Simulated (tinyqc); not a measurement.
# Square-lattice Ising model by mean field, Bethe lattice, transfer matrix, exact enumeration and Monte Carlo steps, step by step

A worked calculation. Computed by tinyqc, a small Python program that keeps every step. Command: `OMP_NUM_THREADS=1 python tinyqc.py 3024943 3024944 out.jsonl ising walk`. One thread of a shared host (Intel(R) Xeon(R) Processor @ 2.30GHz), about 0.06 s of CPU time with the checks. Intermediate numbers are printed to about 6 digits and carried at full precision; extremes and crossings named in words are read from the listed rows.

H = -J sum over nearest pairs s_i s_j, s = +-1, no field, periodic boundaries; energies per site are in J. As a lattice gas or an alloy, s marks which species holds the site.

Inputs (values chosen for the exercise, for a model lattice):
```
quantity                                                                 value  unit
coupling J                                                                12.7   meV
temperature T                                                              581     K
strip width w                                                                2     -
factor on the grid 1.5, 1.85, 2.1, 2.45, 2.65, 3.1, 3.6, 4.4 of k_B T/J   1.01     -
```

Enumerated cell: 4 x 4. Monte Carlo rule: heat bath.

Constants: k_B = 8.617333262e-05 eV/K.

## Reduced coupling

K = J/(k_B T). Onsager: k_B T_c/J = 2/ln(1 + sqrt 2); mean field: 4; Bethe lattice with z = 4: 2/ln 2.

K = 0.253662

critical temperatures (K): exact 334.427, Bethe 425.241, mean field 589.510

T lies above the exact and Bethe values but below the mean-field one.

## Three theories of the infinite lattice

K = J/(k_B T). Mean field: m = tanh(4 K m), u = -2 m^2. Bethe: cavity field h = 3 artanh(tanh K tanh h), m = tanh(4h/3), u = -2 (tanh K + tanh^2 h)/(1 + tanh K tanh^2 h). Exact: m = [1 - sinh(2K)^(-4)]^(1/8) below T_c; u = -coth(2K) [1 + (2/pi)(2 tanh^2(2K) - 1) K1(k)], k = 2 sinh(2K)/cosh^2(2K), K1 the complete elliptic integral of the first kind. The largest root is taken.

m, mean field = 0.206893

u, mean field = -0.0856098

cavity field h = 0

m, Bethe = 0

u, Bethe = -0.496715

m, exact = 0

u, exact = -0.567350

Against the exact energy mean field misses by +0.482 J and Bethe by +0.071 J.

## Transfer matrix

Strip of w sites, periodic across (for w = 2 the pair is joined by two bonds): T(s, s') = exp(K [sum_i s_i s'_i + (r(s) + r(s'))/2]), r(s) = sum_i s_i s_(i+1).

T, lower triangle (symmetric):
```
         ++       +-       -+       --
++  2.75839
+-  1.00000  1.00000
-+  1.00000  0.36253  1.00000
--  1.00000  1.00000  1.00000  2.75839
```

## Free energy and correlation length of the strip

With the eigenvalues l1 > l2: -f/(k_B T) = ln(l1)/w per site; xi = 1/ln(l1/l2) rows.

three largest eigenvalues: 4.89177  1.75839  0.63747

-f/(k_B T) = 0.793778

correlation length xi = 0.977366

xi/w = 0.489; for wide strips at T_c this ratio tends to 4/pi = 1.273, and T lies above T_c, where xi tends to a constant.

## Exact averages on the small cell

States of the 4 x 4 cell:
```
E (J)  |M|  count
-32     16      2
-24     14     32
-20     12     64
-16      0      8
-16      8     48
-16     10    192
-16     12    176
-12      2    128
-12      4    192
-12      6    384
-12      8    512
-12     10    512
-8       0    768
-8       2   1248
-8       4   1408
-8       6   1376
-8       8   1472
-8      10    416
-4       0   1600
-4       2   3840
-4       4   3648
-4       6   3328
-4       8   1152
0        0   4356
0        2   7360
0        4   5856
0        6   2496
0        8    456
4        0   3264
4        2   6272
4        4   3136
4        6    896
8        0   2112
8        2   2784
8        4   1536
8        6    256
12       0    576
12       2   1024
12       4    128
16       0    120
16       2    192
16       4    112
20       0     64
24       2     32
32       0      2
```

Weights count x exp(-K E); N = 16; u = <E>/N, c = K^2 (<E^2> - <E>^2)/N in k_B, Binder U = 1 - <M^4>/(3 <M^2>^2).

ln Z / N = 0.764896

u, cell = -0.639689

heat capacity c, cell = 0.252006

<|m|>, cell = 0.424729

Binder cumulant U = 0.310746

The cell energy lies -0.072 J from the infinite lattice: periodic images add correlation. <|m|> stays finite although the infinite lattice has m = 0.

## The methods across T_c

The grid values of k_B T/J times the given factor are rounded to 3 figures before use.

Order and energy:
```
k_B T/J    T (K)  m mean field   m Bethe   m exact  <|m|> cell   u Bethe   u exact    u cell    U cell
1.52     224.014      0.989090  0.985765  0.985302    0.984930  -1.94785  -1.94705  -1.94651  0.663678
1.87     275.596      0.968794  0.951352  0.944572    0.945076  -1.83548  -1.82574  -1.82664  0.653013
2.12     312.440      0.945024  0.900452  0.856930    0.888698  -1.68922  -1.64220  -1.67685  0.634388
2.47     364.022      0.895842  0.755031  0.000000    0.775314  -1.35244  -1.13285  -1.40354  0.586731
2.68     394.971      0.855746  0.576821  0.000000    0.701671  -1.05246  -0.97565  -1.23662  0.547524
3.13     461.291      0.734755  0.000000  0.000000    0.566811  -0.61809  -0.76870  -0.94309  0.453131
3.64     536.454      0.500615  0.000000  0.000000    0.465317  -0.53603  -0.62733  -0.72687  0.356543
4.44     654.356      0.000000  0.000000  0.000000    0.377679  -0.44299  -0.49148  -0.53623  0.252972
```

At k_B T/J = 1.52 all values of m agree within 0.005. At 2.47 the exact m is 0 while Bethe gives 0.76, mean field 0.90 and the cell 0.78: neglect of fluctuations raises T_c, and a finite cell rounds the transition. U falls from 0.664 (2/3 when ordered) to 0.253 (0 for a large disordered system).

## heat bath steps

start configuration, 5 x 5, rows and columns numbered from 1:
```
   1   2   3  4   5
1  1  -1   1  1   1
2  1   1   1  1  -1
3  1   1  -1  1  -1
4  1   1  -1  1   1
5  1   1   1  1  -1
```

Random draws:
```
step  row  column       u
1       1       2  0.8275
2       2       1  0.6679
3       1       1  0.4802
4       4       1  0.4981
5       2       3  0.7354
6       1       2  0.9546
7       1       4  0.2671
8       5       2  0.3671
9       1       5  0.5100
10      4       5  0.1464
11      3       3  0.6432
12      5       2  0.9299
13      2       5  0.6473
14      5       3  0.3067
```

h is the sum of the four neighbours. Set s = +1 if u < p = 1/(1 + exp(-2 K h)), else -1.

Steps:
```
step  s before  h         p  s after
1           -1  4  0.883838        1
2            1  2  0.733928        1
3            1  4  0.883838        1
4            1  4  0.883838        1
5            1  2  0.733928       -1
6            1  4  0.883838       -1
7            1  4  0.883838        1
8            1  2  0.733928        1
9            1  0  0.500000       -1
10           1  0  0.500000        1
11          -1  0  0.500000       -1
12           1  2  0.733928       -1
13          -1  0  0.500000       -1
14           1  0  0.500000        1
```

configuration after the steps:
```
   1   2   3  4   5
1  1  -1   1  1  -1
2  1   1  -1  1  -1
3  1   1  -1  1  -1
4  1   1  -1  1   1
5  1  -1   1  1  -1
```

5 of the 14 steps changed a spin; the sum of spins went from 13 to 7.

Checks made by the program: ln Z of the cell against the trace of a power of the transfer matrix (relative difference below 1e-10).
